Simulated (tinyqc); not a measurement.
## MOS capacitor on a p-type substrate, surface potential from the exact charge relation: effect of the temperature on threshold and swing

Uniform p-type substrate, Boltzmann statistics, full ionisation, classical densities. psi is the surface potential against the body (positive when the bands bend down) and u = psi/Vt. Traps are spread evenly over the gap and neutral at flat band, so their charge is -q Dit psi; the minority quasi-Fermi level is shifted by Vb.

Nc and Nv are given at 250 K and scale as (T/250 K)^1.5; Eg is held fixed. ni = sqrt(Nc Nv) exp(-Eg/(2 Vt)), Eg in volts; phiF = Vt ln(N/ni); Cox = eps0 eox/tox; Vfb = phiM - chi - (Eg - Vt ln(Nv/N)) - q Nf/Cox; VT = Vfb + [(2 phiF + Vb)(1 + q Dit/Cox) + sqrt(2 eps0 eps_r q N (2 phiF + Vb))/Cox]. gamma = sqrt(2 eps0 eps_r q N)/Cox; Wm = sqrt(2 eps0 eps_r (2 phiF + Vb)/(q N)); m = 1 + (eps0 eps_r/Wm + q Dit)/Cox; swing m Vt ln 10; Cmin/Cox = 1/(1 + Cox Wm/(eps0 eps_r)).

Values chosen for this exercise; band and dielectric values close to those of silicon:
- Eg = 1.12 eV (band gap)
- eps_r = 11.6 (relative permittivity)
- Nc = 2.12e19 cm^-3 (conduction-band density of states at the reference temperature)
- Nv = 2.03e19 cm^-3 (valence-band density of states at the reference temperature)
- chi = 4.05 eV (electron affinity)
- N = 3.1e15 cm^-3 (acceptor density of the substrate)
- eox = 22.1 (relative permittivity of the gate insulator (close to hafnium oxide))
- tox = 7.5 nm (insulator thickness)
- phiM = 4.37 eV (gate work function)
- Nf = 3.6e10 cm^-2 (fixed charge at the interface, in units of q)
- Dit = 0 cm^-2 eV^-1 (density of interface traps)
- Vb = 0 V (reverse bias of the inversion layer against the body)

Constants: q = 1.602176634e-19 C, kB = 1.380649e-23 J/K, Vt = kB T/q, eps0 = 8.8541878128e-14 F/cm where lengths are in cm. Results are converted to the units shown.

The same in every row: gamma (V^0.5) = 0.01224.

Effect of the temperature on threshold and swing:
```
T (K)  Vfb (V)  2 phiF (V)     VT (V)  Wm (nm)      m  swing (mV/decade)  Cmin/Cox
200    -0.6565      0.8279     0.1825    585.2  1.007              39.95  0.006683
240    -0.6217      0.7582     0.1471    560.0  1.007              47.96  0.006981
280    -0.5861      0.6867     0.1108    532.9  1.007              55.97  0.007333
320    -0.5497      0.6138    0.07367    503.8  1.008              63.99  0.007753
360    -0.5126      0.5395    0.03587    472.4  1.008              72.03  0.008265
400    -0.4750      0.4641  -0.002548    438.1  1.009              80.08  0.008905
```

As T goes from 200 to 400, VT falls from 0.183 to -0.00255 V, the swing rises from 40.0 to 80.1 mV/decade and Cmin/Cox rises from 0.00668 to 0.00891. Of the change of VT by -0.185 V, 0.182 V comes from Vfb and -0.367 V from the band bending and the charge it takes. VT changes by -0.925 mV/K on average.

Program tinyqc, `OMP_NUM_THREADS=1 python tinyqc.py 2060024 2060025 out.jsonl`; Intel Xeon 2.30GHz, shared host, one thread, about 0.01 s.
